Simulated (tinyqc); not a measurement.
Interface roughness in a thin film (subband fluctuation and scattering), step by step. Values are carried at full precision from step to step, so a last printed digit may differ when a step is redone from the rounded ones.

Square well of width t, barriers V0, c = hbar^2/2m0: E1 solves k t + 2 atan[(k/mz)/(kappa/mb)] = pi, k = sqrt(mz E/c), kappa = sqrt(mb (V0 - E)/c). One interface is rough, so the subband edge fluctuates by G dt with G = |dE1/dt| (central difference of 0.01 angstrom; 2 E1/t for hard walls).

Constants: hbar^2/2m0 = 3.80998211 eV angstrom^2; e^2/(4 pi eps0) = 14.39964547 eV angstrom; hbar = 6.58211957e-16 eV s.

Values chosen for the exercise (near those of a thin Ge channel on (111), one valley; not measured data): t = 28 angstrom (film thickness); mz = 1.578 m0 (confinement mass); V0 = 2.27 eV (barrier); mb = 0.3 m0 (barrier mass); D = 3.6 angstrom (rms height of the roughness); md = 0.082 m0 (mass in the plane); gv = 1 (valleys); Lc = 50 angstrom (correlation length); Ns = 2 x 1e12/cm^2 (sheet density); eps = 12.4 (mean dielectric constant at the channel); Lg = 150 angstrom (gate length); Wg = 150 angstrom (gate width).

## Sensitivity of the level to thickness

Give E1, G, the hard-wall values and the rms fluctuation G D.

E1 = 28.52 meV
G = |dE1/dt| = 1.9729 meV/angstrom

hard walls: E1 (meV) and G (meV/angstrom): 30.395  2.171

G D = 7.10 meV

Hard walls overstate G by a factor 1.10, and the scattering rate, which goes as G^2, by 1.21.

## The angular integrand

Gaussian roughness spectrum S(q) = pi D^2 Lc^2 exp(-q^2 Lc^2/4). Degenerate gas, taken to fill one subband (the second starts to fill once c kF^2/md exceeds E2 - E1, which is not tested here): kF = sqrt(2 pi Ns/gv), q = 2 kF sin(theta/2), 1/tau = (md/(2 pi c hbar)) G^2 times the integral from 0 to pi of S(q)(1 - cos theta)/eps(q)^2 dtheta, eps(q) = 1 + qs/q with screening (qs = gv md q0/(c eps), q0 = e^2/(4 pi eps0), form factors left out, which overstates the screening; other scattering is left out too, so these values lie far above measured mobilities in all but the thinnest films) or 1 without; mobility = tau c2/md with c2 = e/m0 = 1.75882e15 cm^2/(V s^2); 1e12/cm^2 = 1e-4/angstrom^2.

kF, qs, and exp(-q^2 Lc^2/4)(1 - cos theta) without and with the factor 1/eps^2 at theta = 30, 60, ..., 180 degrees.

kF = 0.03545 1/angstrom
qs = 0.0250 1/angstrom

Integrand:
```
theta  q (1/angstrom)    bare  eps(q)  screened
30             0.0183   0.109    2.36    0.0195
60             0.0354   0.228    1.71    0.0784
90             0.0501   0.208    1.50    0.0926
120            0.0614   0.142    1.41    0.0718
150            0.0685  0.0995    1.36    0.0534
180            0.0709  0.0864    1.35    0.0472
```

kF Lc = 1.77: the spectrum cuts off large angles, and the bare integrand is largest at 60 degrees among these rows.

## Scattering time and mobility

Integrate over theta.

Results:
```
case      integral  tau (fs)  mobility (cm^2/(V s))
bare        0.4342      1117              2.396e+04
screened    0.1775      2732              5.860e+04
```

Screening raises the mobility by a factor 2.4. With it kF l = 485, so by this rate the carriers are far from localisation. Phonons, and the gate field that presses carriers to the wall, limit real channels far below this value.

## Threshold variation

Averaged over an area A = Lg Wg much larger than Lc^2, the thickness varies by D sqrt(pi Lc^2/A), so sigma(Vt) = G D Lc sqrt(pi/A)/e; the Pelgrom coefficient is sigma sqrt(A) (1 micrometre = 1e4 angstrom).

rms of the mean thickness = 2.127 angstrom
sigma(Vt) = 4.196 mV
coefficient = 0.0629 mV micrometre

The electrostatic effect of the thickness is left out. Lc is not small against the gate, so the averaging formula overstates the variation.

## Checks

- G from the envelope at the wall, psi(t/2)^2 (E1 + c mz (kappa/mb)^2), against the difference quotient, meV/angstrom: both 1.973.
- Bare integral for Lc -> 0 against pi: both 3.1416.

Run: tinyqc, `OMP_NUM_THREADS=1 python tinyqc.py 1280727 1280728 out.jsonl`; Intel(R) Xeon(R) Processor @ 2.30GHz, one thread, shared host; about 0.01 s of CPU time with all checks.
